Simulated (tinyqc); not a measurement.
## Transit time and capacitance from two cut-off frequencies

Problem. 1/(2 pi fT) = tauF + Vt C/JC, C the sum of the junction capacitances per area. Find C, tauF and the limit of fT at high current.

Parameters, values chosen for the exercise:

| symbol | value | unit | meaning |
|---|---|---|---|
| T | 400 | K | temperature |

Constants: q = 1.602176634e-19 C, kB = 1.380649e-23 J/K, Vt = kB T/q. Results are converted to the units shown.

JC (mA/um^2): [0.01, 0.3]
fT (GHz): [5.3152236, 25.319863]

Solution. The delay is a straight line in 1/JC with slope Vt C and intercept tauF.

C = 7.100 fF/um^2
tauF = 5.470 ps
limit of fT = 29.10 GHz

Program tinyqc, `OMP_NUM_THREADS=1 python tinyqc.py 2320028 2320029 out.jsonl`; Intel Xeon 2.30GHz, shared host, one thread, about 0.01 s.
